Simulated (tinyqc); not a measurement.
Planar metal-insulator-metal capacitor: capacitance, non-linearity, leakage and relaxation: one step of the calculation.

A film between two metal electrodes, each interface adding a series capacitance ci. The small-signal permittivity is ek (1 + aq E^2); the field is found with the linear permittivity. Leakage J = J0 sinh(E/Ef). After a voltage step the film passes a relaxation current kr C V tt^(-nr), tt being the time in seconds.

Question. Planar capacitance, field and non-linearity. Planar film: Cf = eps0 ek/t, 1/C = 1/Cf + 2/ci, EOT = 3.9 eps0/C, effective permittivity C t/eps0, E = (V/t) C/Cf; quadratic coefficient [C(V)/C - 1]/V^2 with Cf (1 + aq E^2) in C(V).

Values chosen for this exercise; permittivity of the order of that of zirconium oxide:
- ek = 35.7 (relative permittivity of the film)
- t = 23 nm (film thickness)
- ci = 1000 uF/cm^2 (capacitance of each electrode interface (dead layer and screening))
- aq = 0.016 cm^2/MV^2 (quadratic field coefficient of the permittivity)
- V = 1.2 V (bias)
- J0 = 2.8e-10 A/cm^2 (leakage prefactor)
- Ef = 0.39 MV/cm (field for an e-fold rise of the leakage)

Constants: eps0 = 8.8541878128e-14 F/cm where lengths are in cm. Results are converted to the units shown.

Find: Cf; C; EOT; effective permittivity; E; quadratic coefficient; J.

Answer.

Cf = 1.3743 uF/cm^2
C = 1.3706 uF/cm^2
EOT = 2.5195 nm
effective permittivity = 35.602
E = 0.52031 MV/cm
quadratic coefficient = 2999.7 ppm/V^2
J = 4.9466e-10 A/cm^2

The interfaces take 0.274 % of the voltage.

Computed by the program tinyqc: `OMP_NUM_THREADS=1 python tinyqc.py 2102159 2102160 out.jsonl`, one thread of a shared Intel Xeon 2.30GHz, about 0.01 s for the whole run.
